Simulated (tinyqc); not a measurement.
What each parameter does: model-solid line-up of a strained alloy layer on a substrate.

All values of the alloy are linear in x but the gap, Eg(x) = (1 - x) Eg_A + x Eg_B - C x (1 - x), and the valence edge, Ev(x) = (1 - x) Ev_A + x Ev_B + fv C x (1 - x); Ec = Ev + Eg. Ev is the top of the unstrained valence band on a scale common to all materials. In the layer only the Gamma valley of the conduction band is followed, also where an X or L valley would lie lower.

Coherent growth on a (001) face: e_par = (a_s - a)/a, e_perp = -2 (C12/C11) e_par; exx = eyy = e_par, ezz = e_perp, no shear.

Strained edges: Ec + ac tr(e); the valence edges are Ev plus the levels of the 6 x 6 matrix of X, Y, Z times spin with -Dso/3 + l exx + m (eyy + ezz) on the diagonal (cyclic), n exy off it, l = av + 2 b, m = av - b, n = sqrt(3) d. Spin-orbit term (Dso/3) L.sigma on X, Y, Z with (L_k)_ij = -i epsilon_kij: <X+|H|Y+> = -i Dso/3, <X+|H|Z-> = Dso/3, <Y+|H|Z-> = -i Dso/3, <Z+|H|X-> = -Dso/3, <Z+|H|Y-> = i Dso/3, <X-|H|Y-> = i Dso/3, and their conjugates; + and - are the spin along z.

dEc = Ec(substrate) - Ec(layer), dEv = Ev(layer) - Ev(substrate); positive values confine the carrier in the layer. Type I: both of one sign; type II: opposite signs; type III: the gaps do not overlap.

Parameters, chosen for this exercise (A near InAs, B near InSb, substrate near GaSb; not measured data): a = (6.057, 6.47) angstrom (lattice constant of A, B); Eg = (0.414, 0.237) eV (gap at Gamma to the s-like level of A, B); Dso = (0.391, 0.8) eV (spin-orbit splitting of A, B); Ev = (-0.59, 0) eV (top of the unstrained valence band of A, B); ac = (-5.14, -6.88) eV (conduction deformation potential of A, B); av = (1.01, 0.36) eV (valence hydrostatic potential of A, B); b = (-1.77, -2) eV (tetragonal shear potential of A, B); d = (-3.63, -4.72) eV (trigonal shear potential of A, B); C11 = (82.3, 68.9) GPa (of A, B); C12 = (45.5, 36.9) GPa (of A, B); C44 = (40.1, 30.7) GPa (of A, B); C = 0.539 eV (bowing of the gap); fv = 0.6 (share of the bowing taken by the valence edge); a_s = 6.098 angstrom (substrate); Eg_s = 0.81 eV (lowest gap of the substrate); Ev_s = -0.03 eV (substrate valence edge); face = 001 (growth face); x = 0.53 (fraction of B).

Strained gap, valence splitting and offsets.

One parameter was then changed.

Results before and after:

| case | gap (eV) | splitting (meV) | dEc (eV) | dEv (eV) |
|---|---|---|---|---|
| base | 0.2476 | 177.7 | 0.6343 | -0.0719 |
| changed | 0.2711 | 177.7 | 0.6108 | -0.0719 |

Which of these changes was made? (a) x = 0.51; (b) fv = 0.8; (c) a_s = 6.118 angstrom; (d) Dso = (0.45, 0.92) eV; (e) C = 0.639 eV; (f) ac = (-5.911, -7.912) eV; (g) Ev_s = 0.02 eV; (h) b = (-2.035, -2.3) eV.

Answer: (f) ac = (-5.911, -7.912) eV. Of the candidates, run in turn, only this one gives the changed row.

All candidates:

| case | gap (eV) | splitting (meV) | dEc (eV) | dEv (eV) |
|---|---|---|---|---|
| base | 0.2476 | 177.7 | 0.6343 | -0.0719 |
| x = 0.51 | 0.2475 | 170.9 | 0.6507 | -0.0883 |
| a_s = 6.118 angstrom | 0.2407 | 162.6 | 0.6519 | -0.0826 |
| C = 0.639 eV | 0.2227 | 177.7 | 0.6442 | -0.0570 |
| fv = 0.8 | 0.2476 | 177.7 | 0.6074 | -0.0451 |
| Ev_s = 0.02 eV | 0.2476 | 177.7 | 0.6843 | -0.1219 |
| ac = (-5.911, -7.912) eV | 0.2711 | 177.7 | 0.6108 | -0.0719 |
| b = (-2.035, -2.3) eV | 0.2309 | 196.2 | 0.6343 | -0.0551 |
| Dso = (0.45, 0.92) eV | 0.2476 | 184.0 | 0.6343 | -0.0719 |

Computed by tinyqc, a small Python program: `OMP_NUM_THREADS=1 python tinyqc.py 1051337 1051338 out.jsonl` (the numbers bound the seed that draws the inputs); one thread of a shared host (Intel(R) Xeon(R) Processor @ 2.30GHz), about 0.01 s for the whole set of steps.
